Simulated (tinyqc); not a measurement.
Inside a calculation. Model: bias-temperature instability from a Gaussian distribution of capture and emission barriers. Computed by tinyqc, a small Python program that keeps every step. Command: `OMP_NUM_THREADS=1 python tinyqc.py 3004681 3004682 out.jsonl bti walk`. One thread of a shared host (Intel(R) Xeon(R) Processor @ 2.30GHz), about 0.01 s of CPU time with the checks. Intermediate numbers are printed to about 6 digits and carried at full precision; extremes and crossings named in words are read from the listed rows.

Each trap has a capture time tau_0 exp(E_c/(k_B T)) under stress and an emission time tau_0 exp(E_e/(k_B T)) after it. E_c is Gaussian, and E_e = E_c + d with d Gaussian and independent. A trap counts as filled once t_s exceeds its capture time and as emptied once t_r exceeds its emission time.

Inputs (values chosen for the exercise, for a model p-channel transistor):
```
quantity                                      value        unit
shift with all traps filled V_max               190          mV
mean capture barrier at zero field mu_c        1.69          eV
spread of capture barriers sigma_c             0.23          eV
lowering of mu_c per field k_F                0.068  eV/(MV/cm)
oxide field F                                   4.9       MV/cm
mean of E_e - E_c at the stress field, delta  -0.17          eV
spread of E_e - E_c, sigma_d                   0.16          eV
time constant tau_0                           3e-10           s
temperature T                                    85           C
stress time t_s                                  40           s
recovery time t_r                             1e-06           s
failure criterion                                30          mV
```

Constants: k_B = 8.617333262e-05 eV/K.

## Stress

Demarcation energies E_s = k_B T ln(t_s/tau_0), E_r = k_B T ln(t_r/tau_0); mean barrier mu = mu_c - k_F F; z = (E_s - mu)/sigma_c; Phi is the standard normal distribution. Temperatures in kelvin are T(C) + 273.15. Shift without recovery dV0 = V_max Phi(z); local time exponent n = d ln dV0/d ln t_s = (k_B T/sigma_c) exp(-z^2/2)/(sqrt(2 pi) Phi(z)); apparent activation energy n E_s.

E_s = 0.790590 eV

mean barrier mu = 1.3568 eV

z = -2.46178

shift without recovery dV0 = 1.31336 mV

time exponent n = 0.374108

apparent activation energy = 0.295766 eV

The stress has filled 0.69 % of the traps. The apparent energy 0.296 eV is only the share n of the barriers near 0.79 eV that are being crossed.

## Recovery

Remaining shift dV = V_max int_(-infinity)^(E_s) g(E_c) [1 - Phi((E_r - E_c - delta)/sigma_d)] dE_c, g the Gaussian density of E_c (Gauss-Legendre, 120 points over 7 sigma_c below E_s).

E_r = 0.250352 eV

remaining shift dV = 1.25074 mV

remaining share dV/dV0 = 0.952321

A measurement delay of t_r hides 4.8 % of the shift.

## Lifetime

Solve V_max Phi(z) = criterion for t_s; the power-law extrapolation from the stress point is t_s (criterion/dV0)^(1/n); 1 year = 3.15576e7 s.

log10 of the lifetime in s = 6.32292

log10 of the power-law estimate in s = 5.23401

The power law gives a time shorter by 1.09 decades, since n falls as traps fill; ten years is log10 = 8.50.

## What a measurement delay does to the time exponent

Columns: no delay, and delays of 1 us, 1 ms and 1 s.

Shift (mV):
```
t_s (s)   no delay     1 us     1 ms          1 s
1.00e+00    0.2953   0.2561   0.1334  2.43294e-02
1.00e+01    0.7697   0.7149   0.4647  1.24475e-01
1.00e+02    1.8377   1.7708   1.3519  5.06308e-01
1.00e+03    4.0253   3.9512   3.3608  1.66297e+00
1.00e+04    8.1010   8.0235   7.2997  4.49438e+00
1.00e+05   15.0081  14.9295  14.1262  1.02135e+01
1.00e+06   25.6558  25.5769  24.7375  1.99745e+01
1.00e+07   40.5865  40.5076  39.6558  3.43925e+01
```

Between 10 and 1000 s the apparent exponent is 0.359 without delay, 0.371 at 1 us, 0.430 at 1 ms and 0.563 at 1 s: a slow measurement loses more of a short stress than of a long one, which steepens the curve. Without delay the exponent falls from 0.416 to 0.199 over the table, so the growth is not a true power law. Caution: step-function filling and one Gaussian population are simplifications; real devices show several populations.

Checks made by the program: time exponent against a finite difference (relative difference below 1e-10).
